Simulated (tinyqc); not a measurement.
A discretised effective-mass wire between two leads, recursive Green functions: one step of the calculation.

Finite differences on a grid of step a give a chain with hopping -t, t = C/(m a^2), C = hbar^2/(2 m0), and site energies 2 t + U_i for the N = 8 sites of the device; the semi-infinite leads have site energy 2 t. Each slice is one site, and V = -t couples neighbouring slices.

Task. Forward pass. Forward pass: g_1 = (E - H_1 - Sigma)^(-1), g_i = (E - H_i - V g_(i-1) V^dagger)^(-1), with Sigma also subtracted on the last slice; G_(i,1) = g_i V G_(i-1,1), starting from g_1. H_i is the block of slice i, its site energy.

Inputs (values chosen for the exercise):
```
symbol,value,unit,meaning
m,0.2,m0,effective mass
a,0.38,nm,grid step
U,"[0, 0.61, 0.61, 0.61, 0.61, 0.61, 0.61, 0]",eV,potential on the sites 1 to N
E,0.227,eV,energy above the band bottom of the leads
```

Constants: q = 1.602176634e-19 C, hbar = 1.054571817e-34 J s, m0 = 9.1093837015e-31 kg, hbar^2/(2 m0) = 0.0380998212 eV nm^2. Results are converted to the units shown.

Sigma = -1.2057459-0.5353378i eV

Give: g_i; G_(i,1) of the forward pass.

Result.

```
site     g_i (1/eV)  G_(i,1) of the forward pass (1/eV)
1     -0.693-0.308i                     -0.6928-0.3076i
2     -0.507-0.149i                     -0.4025-0.3421i
3     -0.461-0.056i                     -0.2193-0.2376i
4     -0.450-0.020i                     -0.1239-0.1466i
5     -0.447-0.007i                     -0.0717-0.0875i
6     -0.446-0.002i                     -0.0418-0.0517i
7     -0.445-0.001i                     -0.0245-0.0304i
8     -0.909-1.133i                      0.0160-0.0731i
```

Computed by the program tinyqc: `OMP_NUM_THREADS=1 python tinyqc.py 2660042 2660043 out.jsonl`, one thread of a shared Intel Xeon 2.30GHz, about 0.01 s for the whole run.
